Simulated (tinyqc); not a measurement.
Electron continuity equation in a given potential, Scharfetter-Gummel discretisation: current and errors against the applied potential.

Steady state in one dimension: J = q mu n E + q D dn/dx with E = -dpsi/dx and D = mu Vt, dJ/dx = q (n/tau - G), fixed densities nL and nR at the ends. The potential is given, psi = U (x/L)^2, and is not changed by the electrons.

11 equal intervals. Fluxes J_i = (q D/h)(n_(i+1) P_i - n_i Q_i), d_i = (psi_(i+1) - psi_i)/Vt: Scharfetter-Gummel P = B(d), Q = B(-d), B(d) = d/(exp(d) - 1); central P = 1 - d/2, Q = 1 + d/2; upwind P = 1 + max(-d, 0), Q = 1 + max(d, 0). Balance at each inner node: J_i - J_(i-1) = q h (n_i/tau - G). The reference is Scharfetter-Gummel on 4000 intervals or more. Errors are those of J on the first interval against the reference at its midpoint; errors under 1e-6 % are printed as 0.

Parameters, values chosen for the exercise; mobility close to that of silicon at room temperature:
- T = 300 K (temperature)
- mu = 1360 cm^2/(V s) (electron mobility)
- L = 0.13 um (length of the region)
- nL = 4.7e14 cm^-3 (density at x = 0)
- nR = 4.3e15 cm^-3 (density at x = L)
- tau = 8.7e-13 s (lifetime)
- G = 8.8e25 cm^-3 s^-1 (uniform generation rate)

Constants: q = 1.602176634e-19 C, kB = 1.380649e-23 J/K, Vt = kB T/q. Results are converted to the units shown.

Result of one run:
columns A: U (V); B: largest |d|; C: reference J (A/cm^2); D: SG error (%); E: central error (%); F: upwind error (%); G: most negative central n (cm^-3), 0 if none
```
A           B     C       D       E      F  G
-0.14  0.9399  8519  -0.792  -0.364  -1.75  0
```

What becomes of these results when the potential difference psi(L) - psi(0) U is changed from -0.14 to -0.057 V, all else the same?

Result of the changed run:
columns A: U (V); B: largest |d|; C: reference J (A/cm^2); D: SG error (%); E: central error (%); F: upwind error (%); G: most negative central n (cm^-3), 0 if none
```
A            B     C        D       E     F  G
-0.057  0.3827  2522  -0.0534  -0.229  4.42  0
```

The whole series:
columns A: U (V); B: largest |d|; C: reference J (A/cm^2); D: SG error (%); E: central error (%); F: upwind error (%); G: most negative central n (cm^-3), 0 if none
```
A             B        C        D       E      F  G
-0.014  0.09399    819.9    0.473   0.425   4.61  0
-0.057   0.3827     2522  -0.0534  -0.229   4.42  0
-0.14    0.9399     8519   -0.792  -0.364  -1.75  0
-0.28     1.880  2.325e4    -1.74  -0.306  -4.71  0
-0.43     2.887  4.150e4    -2.50  -0.322  -5.22  0
-0.63     4.229  6.746e4    -3.23  -0.326  -5.39  0
-0.85     5.706  9.706e4    -3.77  -0.324  -5.45  0
-1.3      8.727  1.592e5    -4.39  -0.326  -5.43  0
```

The reference current rises from 820 to 1.59e5 A/cm^2. The largest errors in size are 4.4 % (Scharfetter-Gummel), 0.43 % (central) and 5.4 % (upwind). With sources Scharfetter-Gummel is no longer exact, since it takes J constant over each interval, and it is not always the most accurate for J.

Range of the model: The drift velocity mu E exceeds 1e7 cm/s somewhere, where real mobilities no longer stay constant.

Numbers from tinyqc (`OMP_NUM_THREADS=1 python tinyqc.py 2220140 2220141 out.jsonl`; about 0.01 s on one thread of a shared Intel Xeon 2.30GHz).
